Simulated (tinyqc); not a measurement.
Mobility and threshold from two currents.

Inverse problem. In the linear region I = mu Cox (W/L) [(Vgs - VT) Vds - m Vds^2/2], Cox = eps0 eox/tox. Find mu and VT.

Inputs (values chosen for the exercise):
```
symbol,value,unit,meaning
eox,9.26,,relative permittivity of the gate insulator
tox,20,nm,insulator thickness
W,5,um,gate width
L,10,um,gate length
```

Constants: eps0 = 8.8541878128e-14 F/cm where lengths are in cm. Results are converted to the units shown.

I at Vgs = 0.8 and 1.3 V, Vds = 0.05 V (uA): 1.2001523  2.7887043
m = 1.0887946

Solution. The slope dI/dVgs is mu Cox (W/L) Vds; the line meets zero current at VT + m Vds/2.

mu = 310 cm^2/(V s)
VT = 0.395 V

Program tinyqc, `OMP_NUM_THREADS=1 python tinyqc.py 2360112 2360113 out.jsonl`; Intel Xeon 2.30GHz, shared host, one thread, about 0.05 s.
